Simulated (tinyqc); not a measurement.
# Metal-interlayer-semiconductor contact, depinning against tunnelling resistance: contact resistivity against the interlayer thickness

Zero bias, n-type semiconductor. Gap states at the semiconductor surface thin out as exp(-be ti), which unpins the barrier; electrons must then cross the interlayer (a rectangular barrier, no voltage drop across it) and the parabolic depleted layer, both by WKB. Energies E are counted from the Fermi level; no image force, parabolic bands.

S = 1/(1 + (1/S0 - 1) exp(-be ti)); phiB = S (phiM - chi) + (1 - S)(Eg - E0); xi = Ec - EF deep inside, from Nd = Nc F(-xi/Vt), F(x) = (2/sqrt(pi)) int_0^infinity sqrt(u) du/(1 + exp(u - x)); band bending U = phiB - xi; E00 = (hbar/2) sqrt(Nd/(eps0 eps_r mt m0)) in volts; A = 4 pi q mA m0 kB^2/h^3. With U = phiB - xi: for xi < E < phiB, y = (E - xi)/U and G1 = (U/E00) [sqrt(1 - y) - y ln((1 + sqrt(1 - y))/sqrt(y))], G1 = 0 above phiB; G2 = 2 ti sqrt(mi max(phiB + dE - E, 0)/C), C = hbar^2/(2 m0); f = 1/(1 + exp(E/Vt)); 1/rho_c = (A T^2/Vt^2) times the integral of exp(-G1 - G2) f over E from xi upwards. Shares under 0.001 % are printed as 0; rows without band bending are left out.

Parameters, values chosen for the exercise; semiconductor values close to those of germanium; interlayer mass of the order of that in lanthanum oxide, offset chosen freely:
- T = 400 K (temperature)
- Eg = 0.675 eV (band gap)
- eps_r = 16.6 (relative permittivity)
- chi = 4.06 eV (electron affinity)
- Nc = 1.6e19 cm^-3 (conduction-band density of states at T)
- mt = 0.118 m0 (tunnelling mass in the semiconductor)
- mA = 1.07 m0 (Richardson mass)
- Nd = 4.2e18 cm^-3 (donor density)
- E0 = 0.087 eV (charge-neutrality level above the valence band)
- S0 = 0.049 (pinning factor without interlayer)
- phiM = 4.29 eV (metal work function)
- dE = 2.13 eV (conduction-band offset of the interlayer above the semiconductor)
- mi = 0.29 m0 (tunnelling mass in the interlayer)
- be = 4.3 1/nm (decay constant of gap states through the interlayer)

Constants: q = 1.602176634e-19 C, kB = 1.380649e-23 J/K, eps0 = 8.8541878128e-12 F/m, hbar = 1.054571817e-34 J s, h = 6.62607015e-34 J s, m0 = 9.1093837015e-31 kg, Vt = kB T/q, hbar^2/(2 m0) = 0.0380998212 eV nm^2. Results are converted to the units shown.

The same in every row: E00/Vt = 0.789.

Contact resistivity against the interlayer thickness:

| ti (nm) | S | phiB (eV) | rho_c (ohm cm^2) | rho_c with G2 = 0 (ohm cm^2) | peak of the integrand (eV) | share above phiB (%) |
|---|---|---|---|---|---|---|
| 0 | 0.0490 | 0.570 | 2.78e-4 | 2.78e-4 | 0.342 | 1.08 |
| 0.3 | 0.158 | 0.532 | 0.00142 | 1.13e-4 | 0.326 | 1.55 |
| 0.6 | 0.405 | 0.443 | 0.00223 | 1.49e-5 | 0.279 | 2.89 |
| 0.9 | 0.712 | 0.333 | 0.00212 | 1.25e-6 | 0.218 | 6.07 |
| 1.2 | 0.900 | 0.266 | 0.00542 | 2.86e-7 | 0.180 | 9.96 |
| 1.5 | 0.970 | 0.241 | 0.0358 | 1.67e-7 | 0.167 | 12.5 |
| 1.8 | 0.992 | 0.233 | 0.350 | 1.42e-7 | 0.165 | 13.9 |
| 2.1 | 0.998 | 0.231 | 3.86 | 1.35e-7 | 0.166 | 14.9 |
| 2.4 | 0.999 | 0.230 | 44.0 | 1.34e-7 | 0.167 | 15.8 |

What does the comparison show?

As ti goes from 0 to 2.4, phiB falls from 0.570 to 0.230 eV and rho_c moves up and down between 2.78e-4 and 44.0 ohm cm^2. No thickness listed beats the bare contact: tunnelling through the layer costs more than the change of the barrier gains. The ratio of rho_c to its value with G2 = 0 runs from 1.00 to 3.29e8.

Computed by the program tinyqc: `OMP_NUM_THREADS=1 python tinyqc.py 2270131 2270132 out.jsonl`, one thread of a shared Intel Xeon 2.30GHz, about 0.03 s for the whole run.
